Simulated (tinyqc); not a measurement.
Undoped symmetric double-gate MOSFET, analytic potential model: transfer curve and volume inversion.

An undoped body of thickness ts between two equal insulators and tied gates; long channel, electrons only, n = ni exp((psi - V)/Vt) with V the quasi-Fermi potential (0 at the source, Vd at the drain), constant mobility, no quantisation. Across the body psi(x) = V - 2 Vt ln[(ts/(2 beta)) sqrt(q ni/(2 eps0 eps_r Vt)) cos(2 beta x/ts)], x from the centre. Q is the electron charge per area of the whole body.

ni = sqrt(Nc Nv) exp(-Eg/(2 Vt)), Eg in volts; r = eps_r tox/(eox ts); V0 = dphi + 2 Vt ln[(2/ts) sqrt(2 eps0 eps_r Vt/(q ni))]. beta (between 0 and pi/2) solves (Vg - V0 - V)/(2 Vt) = ln(beta) - ln(cos beta) + 2 r beta tan(beta). Q = 8 eps0 eps_r Vt beta tan(beta)/ts; I = mu (1/L)(4 eps0 eps_r/ts)(2 Vt)^2 [g(beta_s) - g(beta_d)] per width, g = beta tan(beta) - beta^2/2 + r beta^2 tan^2(beta), with beta_s at V = 0 and beta_d at V = Vd. The drop is psi(surface) - psi(centre) at the source end; C = dQs/dVg, Cg = 2 eps0 eox/tox; gm = dI/dVg.

Values chosen for this exercise; material values close to those of silicon:
```
symbol,value,unit,meaning
T,400,K,temperature
Eg,1.12,eV,band gap
eps_r,11.6,,relative permittivity of the semiconductor
Nc,4.33e19,cm^-3,conduction-band density of states at T
Nv,4.08e19,cm^-3,valence-band density of states at T
eox,25.6,,relative permittivity of the gate insulator
tox,8.7,nm,insulator thickness
ts,25,nm,body thickness
dphi,0.19,V,gate work function less that of the intrinsic body
mu,100,cm^2/(V s),channel mobility
L,1,um,gate length
Vd,0.3,V,drain voltage
```

Constants: q = 1.602176634e-19 C, kB = 1.380649e-23 J/K, Vt = kB T/q, eps0 = 8.8541878128e-14 F/cm where lengths are in cm. Results are converted to the units shown.

Transfer curve and volume inversion:
```
Vg (V),Qs (nC/cm^2),drop (mV),C/Cg,I (uA/um),gm/I (1/V)
0.28,0.02016,0.006132,1.122e-4,6.947e-5,29.01
0.37,0.2736,0.08320,0.001518,9.443e-4,28.97
0.46,3.586,1.085,0.01918,0.01261,28.43
0.54,27.87,8.143,0.1190,0.1109,25.13
0.63,132.3,33.58,0.3282,0.7565,17.47
0.72,330.2,67.33,0.5080,2.771,11.88
0.8,567.8,94.57,0.6257,6.296,8.852
0.89,884.1,119.8,0.7168,12.48,6.493
0.98,1235,140.2,0.7775,20.70,4.849
```

The current rises from 6.95e-5 to 20.7 uA/um. In the first row gm/I is 29.0 1/V, 0.011 % below 1/Vt: with no depletion charge the whole body follows the gate, and the swing is ideal. The drop between surface and centre goes from 0.0061 to 140 mV and passes Vt at Vg = 0.72 V among the rows; below that the density varies across the body by less than a factor of e (volume inversion). C reaches 0.78 of Cg in the last row. For Vg = 0.89 to 0.98 V the surface density at the source passes 0.3 Nc, where Boltzmann statistics fail.

Numbers from tinyqc (`OMP_NUM_THREADS=1 python tinyqc.py 2440009 2440010 out.jsonl`; about 0.01 s on one thread of a shared Intel Xeon 2.30GHz).
